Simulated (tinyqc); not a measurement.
Inside a calculation. Model: Schottky emission and Poole-Frenkel conduction in an insulator, and how to tell them apart.

Program tinyqc, `OMP_NUM_THREADS=1 python tinyqc.py 2370168 2370169 out.jsonl`; Intel Xeon 2.30GHz, shared host, one thread, about 0.01 s. Printed values are rounded.

Schottky emission (electrode-limited): J = As T^2 exp[-(pb - b sqrt(F))/Vt], b = sqrt(q/(4 pi eps0 ei)). Poole-Frenkel emission (bulk-limited): J = s0 F exp[-(pt - 2 b sqrt(F))/Vt]. F in V/cm.

Values chosen for this exercise; dielectric values close to those of aluminium oxide: temperature T = 300 K; high-frequency relative permittivity ei = 3.3; static relative permittivity es = 9.25; trap depth pt = 1.18 eV; Poole-Frenkel prefactor s0 = 9.8 S/cm; electrode barrier pb = 1.44 eV; Richardson constant As = 60 A/(cm^2 K^2); field F = 1.9 MV/cm.

Constants: q = 1.602176634e-19 C, kB = 1.380649e-23 J/K, Vt = kB T/q, eps0 = 8.8541878128e-14 F/cm where lengths are in cm. Results are converted to the units shown.

Range of the model: At the field F a Fowler-Nordheim estimate for tunnelling through pb (mass 0.4 m0) gives 8.3e-11 A/cm^2, more than Schottky emission.

## Both currents at one field

Lowerings b sqrt(F) and 2 b sqrt(F); the image-force maximum lies at sqrt(q/(16 pi eps0 ei F)) from the electrode.

Schottky lowering = 287.9358 meV
position of the barrier top = 0.7577259 nm
Poole-Frenkel lowering = 575.8717 meV
J, Schottky = 2.390935e-13 A/cm^2
J, Poole-Frenkel = 0.001321511 A/cm^2

Injection and bulk transport act in series, so the smaller capacity limits the current: here the electrode, by a factor of 5.53e9.

## Which mechanism made these data

| point | F (MV/cm) | J (A/cm^2) |
|---|---|---|
| 0 | 1.12 | 2.649e-7 |
| 1 | 1.79 | 3.882e-5 |
| 2 | 2.47 | 0.00234 |
| 3 | 3.14 | 0.07583 |
| 4 | 3.81 | 1.685 |
| 5 | 4.49 | 29.53 |

The data come from another sample of the same dielectric, in which one mechanism alone limits the current. Fit straight lines by least squares: ln J on sqrt(F) (Schottky plot, slope b/Vt) and ln(J/F) on sqrt(F) (Poole-Frenkel plot, slope 2 b/Vt), F in V/cm, and read a permittivity from each slope. The right mechanism gives a value near ei, and in any case between ei and es.

slope of the Schottky plot = 0.01745984 (cm/V)^0.5
permittivity read as Schottky = 0.7067784
slope of the Poole-Frenkel plot = 0.01616055 (cm/V)^0.5
permittivity read as Poole-Frenkel = 3.299980

Both plots are nearly straight, so straightness decides nothing. Read as Poole-Frenkel the data give 3.30, which matches ei = 3.3; read as Schottky they give 0.707, below 1 and impossible. The data are Poole-Frenkel.
